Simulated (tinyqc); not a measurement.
Two-mode optical phonons of a ternary alloy from two coupled oscillators: one step, computed by the program tinyqc. Command: `OMP_NUM_THREADS=1 python tinyqc.py 3005532 3005533 out.jsonl twomode walk`. One thread of a shared host (Intel(R) Xeon(R) Processor @ 2.30GHz), about 0.01 s of CPU time with the checks.

An alloy A(x)B(1-x)C has an A-C and a B-C bond oscillator. Each TO frequency moves linearly from the impurity mode (dilute end) to the TO of the pure crystal; each strength is proportional to the number of bonds.

Task: The two oscillators. omega_1 = (impurity mode of A) + x (omega_TO,AC - impurity mode of A); omega_2 = (impurity mode of B) + (1 - x)(omega_TO,BC - impurity mode of B); eps_inf = x eps_AC + (1 - x) eps_BC; strengths W_1 = x eps_AC (omega_LO,AC^2 - omega_TO,AC^2), W_2 = (1 - x) eps_BC (omega_LO,BC^2 - omega_TO,BC^2).

Inputs (values chosen for the exercise, for a model alloy):

| quantity | value | unit |
|---|---|---|
| omega_TO of pure AC | 392 | 1/cm |
| omega_LO of pure AC | 429 | 1/cm |
| omega_TO of pure BC | 316 | 1/cm |
| omega_LO of pure BC | 341 | 1/cm |
| eps_inf of AC | 11.1 | - |
| eps_inf of BC | 8.17 | - |
| impurity mode of A in BC | 384 | 1/cm |
| impurity mode of B in AC | 312 | 1/cm |
| fraction x of A | 0.44 | - |

Give: omega_1 (A-C, TO); omega_2 (B-C, TO); eps_inf; W_1; W_2.

Result:

omega_1 (A-C, TO) = 387.52 1/cm

omega_2 (B-C, TO) = 314.24 1/cm

eps_inf = 9.4592

W_1 = 1.484e+05 1/cm^2

W_2 = 75147.66 1/cm^2
